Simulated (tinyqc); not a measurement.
Hydrogen passivation of interface dangling bonds: competing passivation and dissociation with distributed barriers: one step, computed by the program tinyqc. Command: `OMP_NUM_THREADS=1 python tinyqc.py 3028946 3028947 out.jsonl passiv walk`. One thread of a shared host (Intel(R) Xeon(R) Processor @ 2.30GHz), about 0.02 s of CPU time with the checks.

P_b + H2 gives P_bH + H at the rate k_f [H2]; P_bH gives P_b + H at the rate k_d. All defects start unpassivated. E_f and E_d are Gaussian and independent.

Question. Single barriers. [H2] = solubility factor x p; a = k_f0 [H2] exp(-E_f/(k_B T)), d = k_d0 exp(-E_d/(k_B T)). For one pair of barriers the active share is y = [d + a exp(-(a + d) t)]/(a + d). Temperatures in kelvin are T(C) + 273.15.

Inputs (values chosen for the exercise, close to those used for P_b centres at the silicon-oxide interface):
```
quantity                                      value          unit
passivation prefactor k_f0                  3.6e-08        cm^3/s
mean passivation barrier E_f                   1.52            eV
spread sigma_f                                0.078            eV
dissociation prefactor k_d0                 6.4e+12           1/s
mean dissociation barrier E_d                  2.57            eV
spread sigma_d                                0.081            eV
H2 in the oxide per atm, solubility factor  5.5e+17  1/(cm^3 atm)
hydrogen pressure p                             0.1           atm
anneal temperature T                            600             C
anneal time t                                  4200             s
```

Constants: k_B = 8.617333262e-05 eV/K.

Give: passivation rate a; dissociation rate d; a t; steady active share d/(a + d); active share, single barriers.

Answer.

passivation rate a = 3.3366 1/s

dissociation rate d = 0.0093814 1/s

a t = 14014

steady active share d/(a + d) = 0.0028038

active share, single barriers = 0.0028038

Passivation has run its course, and the balance with dissociation sets the remainder.
